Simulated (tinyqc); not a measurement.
Empirical pseudopotential in a few plane waves, step by step. Computed by tinyqc, a small Python program that keeps every step. Settings: plane-wave index or count = 15. Command: `OMP_NUM_THREADS=1 python tinyqc.py 28816 28817 out.jsonl` (the two numbers bound the seeds that draw the settings). One thread of a shared host (Intel(R) Xeon(R) Processor @ 2.60GHz), about 0.2 s of CPU time with the checks.

## Bloch Hamiltonian at k

Parameters chosen for this model: fcc lattice, atoms at +/- a/8 (1,1,1); form factors in rydberg at |G|^2 in units of (2 pi/a)^2:
```
parameter,value,unit
a,6.180000,angstrom
VS(3),-0.217000,Ry
VS(8),0.025000,Ry
VS(11),0.042000,Ry
VA(3),0,Ry
VA(4),0,Ry
VA(11),0,Ry
hbar^2/2m (2 pi/a)^2,3.938272,eV
```

k point k (2 pi / a): 0.38000  0.34000  0.34000

Basis: the 15 shortest G (labels in 2 pi/a), the same at every k. H(G,G') = c |k + G|^2 delta + VS(|G-G'|^2) cos((G-G').tau) + i VA sin((G-G').tau), tau = a/8 (1,1,1); 1 Ry = 13.605693 eV.

H(k) at k (eV), lower triangle:
```
,+0+0+0,-1-1-1,-1-1+1,-1+1-1,-1+1+1,+1-1-1,+1-1+1,+1+1-1,+1+1+1,-2+0+0,+0-2+0,+0+0-2,+0+0+2,+0+2+0,+2+0+0
+0+0+0,1.47921
-1-1-1,2.08769,4.94489
-1-1+1,-2.08769,0.00000,10.30094
-1+1-1,-2.08769,0.00000,0.34014,10.30094
-1+1+1,-2.08769,-0.34014,0.00000,0.00000,15.65699
+1-1-1,-2.08769,0.00000,0.34014,0.34014,0.00000,10.93107
+1-1+1,-2.08769,-0.34014,0.00000,0.00000,0.34014,0.00000,16.28712
+1+1-1,-2.08769,-0.34014,0.00000,0.00000,0.34014,0.00000,0.34014,16.28712
+1+1+1,2.08769,0.00000,-0.34014,-0.34014,0.00000,-0.34014,0.00000,0.00000,21.64317
-2+0+0,0.00000,-2.08769,-2.08769,-2.08769,2.08769,0.40407,-0.40407,-0.40407,-0.40407,11.24613
+0-2+0,0.00000,-2.08769,-2.08769,0.40407,-0.40407,-2.08769,2.08769,-0.40407,-0.40407,0.34014,11.87625
+0+0-2,0.00000,-2.08769,0.40407,-2.08769,-0.40407,-2.08769,-0.40407,2.08769,-0.40407,0.34014,0.34014,11.87625
+0+0+2,0.00000,-0.40407,2.08769,-0.40407,-2.08769,-0.40407,-2.08769,0.40407,-2.08769,-0.34014,-0.34014,0.00000,22.58835
+0+2+0,0.00000,-0.40407,-0.40407,2.08769,-2.08769,-0.40407,0.40407,-2.08769,-2.08769,-0.34014,0.00000,-0.34014,0.34014,22.58835
+2+0+0,0.00000,-0.40407,-0.40407,-0.40407,0.40407,2.08769,-2.08769,-2.08769,-2.08769,0.00000,-0.34014,-0.34014,0.34014,0.34014,23.21848
```

## Levels at k

Diagonalise the Hermitian matrix.

eigenvalues (eV): -1.13134  3.37735  7.51307  7.53341  9.59239  12.24106  12.31541  15.36100  15.94075  16.13570  16.30181  20.89483  23.72792  24.03575  27.38618

## Bands along a path

The same steps at evenly spaced points between the labelled ones.

Bands along the path (eV), lowest eight:
```
k,band 1,band 2,band 3,band 4,band 5,band 6,band 7,band 8
L,-0.38347,2.30316,7.50571,7.50571,9.49336,12.35587,12.35587,16.00170
L-G 0.25,-1.00623,3.14811,7.51825,7.51825,9.52571,12.27388,12.27388,15.89061
L-G 0.50,-1.69309,4.67008,7.72377,7.72377,9.76736,12.20936,12.20936,13.65595
L-G 0.75,-2.14741,6.50886,8.02548,8.02548,9.81897,11.77653,11.77653,11.90294
G,-2.30324,8.19064,8.19064,8.19064,8.76228,11.47467,11.47467,11.47467
G-X 0.25,-2.09468,6.40562,7.73987,7.73987,10.52136,10.99361,12.26065,12.26065
G-X 0.50,-1.47420,4.50336,7.03791,7.03791,10.31677,11.22357,13.95038,13.95038
G-X 0.75,-0.45818,2.77218,6.59111,6.59111,10.01737,10.34723,16.01286,16.01286
X,0.92403,1.26624,6.53611,6.53611,9.72975,10.25746,18.33497,18.33497
```

With 4 band(s) filled, the highest filled level on these points lies at G and the lowest empty one at G: a gap of 0.5716 eV, direct. This holds for the small fixed basis; with all plane waves up to |k + G|^2 = 21 (2 pi/a)^2 the gap along the path is 1.09 eV.

## Convergence with the number of plane waves

Levels at G counted from the fourth one.

Levels (eV):
```
plane waves,level 1,level 5,level 8
9,-13.77791,0,1.36057
15,-10.49387,0.57164,3.28404
27,-9.99352,1.07205,2.97439
51,-9.97074,1.19885,3.09850
59,-9.98909,1.22322,2.96443
65,-9.99725,1.22322,2.94712
89,-9.97926,1.21108,2.96215
```
